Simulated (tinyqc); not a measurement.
Two-valley model of the transferred-electron effect: one step, computed by the program tinyqc. Command: `OMP_NUM_THREADS=1 python tinyqc.py 3013660 3013661 out.jsonl gunn walk`. One thread of a shared host (Intel(R) Xeon(R) Processor @ 2.30GHz), about 0.01 s of CPU time with the checks.

Both kinds of valley share one electron temperature T_e, and each has a constant mobility.

Task: Equilibrium. Density-of-states ratio R = Z (m2/m1)^(3/2); n2/n1 = R exp(-dE/(k_B T_e)); mean mobility mu = (mu1 + mu2 n2/n1)/(1 + n2/n1); energy balance e mu F^2 = (3/2) k_B (T_e - T)/tau_E; v = mu F.

Inputs (values chosen for the exercise, modelled on In0.53Ga0.47As): central-valley mass m1 = 0.043 m_0; satellite-valley mass m2 = 0.28 m_0; satellite valleys Z = 4; valley separation dE = 0.52 eV; central-valley mobility mu1 = 10000 cm^2/(V s); satellite-valley mobility mu2 = 190 cm^2/(V s); lattice temperature T = 300 K.

Solver: bisection.

Constants: k_B = 8.617333262e-05 eV/K.

Give: R; n2/n1 without field; low-field mobility.

Result:

R = 66.465

n2/n1 without field = 1.2217e-07

low-field mobility = 10000.0 cm^2/(V s)

dE is 20.1 k_B T, so the satellites are empty without field.
